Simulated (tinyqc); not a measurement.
Gain spectrum: optical gain and spontaneous emission in a bulk direct-gap semiconductor.

Parabolic bands, vertical transitions, no excitons. For each hole band j: mr = me mj/(me + mj); joint density of states J_j(E) = (mr/c)^(3/2) sqrt(E - Eg)/(2 pi^2), both spins, c = hbar^2/2m0; averaged matrix element |e.p|^2 = m0 Ep/6; alpha_j(E) = 4 pi^2 alpha_f c Ep J_j/(3 nr E) in 1/angstrom (alpha_f the fine-structure constant, listed as alpha among the constants), times 1e8 for 1/cm.

F_j(eta) = (1/Gamma(j + 1)) integral_0^infinity x^j dx/(1 + exp(x - eta)), which tends to exp(eta) for eta << 0.

Quasi-Fermi levels: n = Nc F_1/2(Fc/kT) and p = Nv F_1/2(Fv/kT), Fc counted up from the conduction edge and Fv down from the valence edge; Nc, Nv from N = 2 (m kB T/(4 pi c))^(3/2) with c = hbar^2/2m0, in 1/angstrom^3; times 1e24 for 1/cm^3, with me and (mhh^(3/2) + mlh^(3/2))^(2/3).

For band j the electron sits at Ee = (E - Eg) mr/me above its edge and the hole at Eh = (E - Eg) mr/mj; fe = 1/(1 + exp((Ee - Fc)/kT)), fh = 1/(1 + exp((Eh - Fv)/kT)); gain g = sum_j alpha_j (fe + fh - 1).

Constants: hbar^2/2m0 = 3.80998211 eV angstrom^2; fine-structure constant alpha = 0.007297352564; kB = 8.617333262e-05 eV/K.

Inputs chosen for the exercise (near those of InP; shifted at random, so the results belong to these values and not to a real crystal): Eg = 1.313 eV (direct gap); me = 0.0765 m0 (electron mass); mhh = 0.578 m0 (heavy-hole mass); mlh = 0.0929 m0 (light-hole mass); Ep = 20.9 eV (Kane energy); nr = 3.39 (refractive index); T = 250 K; n = 7.4e+17 1/cm^3 (injected density, n = p).

At the density n.

Spectrum:
```
E - Eg (eV)  alpha, empty (1/cm)  fe, heavy  fh, heavy  g (1/cm)
0.005                       2156      0.737      0.077      -394
0.010                       3038      0.696      0.075      -675
0.020                       4263      0.603      0.071     -1315
0.030                       5183      0.502      0.068     -2077
0.045                       6277      0.353      0.063     -3382
0.060                       7169      0.228      0.058     -4730
0.080                       8160      0.115      0.052     -6369
0.100                       8994      0.054      0.047     -7722
0.130                      10041      0.016      0.040     -9270
0.170                      11173      0.003      0.033    -10734
0.220                      12296      0.000      0.025    -12030
```

Fc + Fv = -0.0264 eV

What does the comparison show?

No listed energy has gain; the carriers only bleach the edge. At 0.220 eV above the gap g is -0.98 times the absorption of the empty crystal, whose limit is -1.

Computed by tinyqc, a small Python program: `OMP_NUM_THREADS=1 python tinyqc.py 1681081 1681082 out.jsonl` (the numbers bound the seed that draws the inputs); one thread of a shared host (Intel(R) Xeon(R) Processor @ 2.30GHz), about 0.08 s for the whole set of steps.
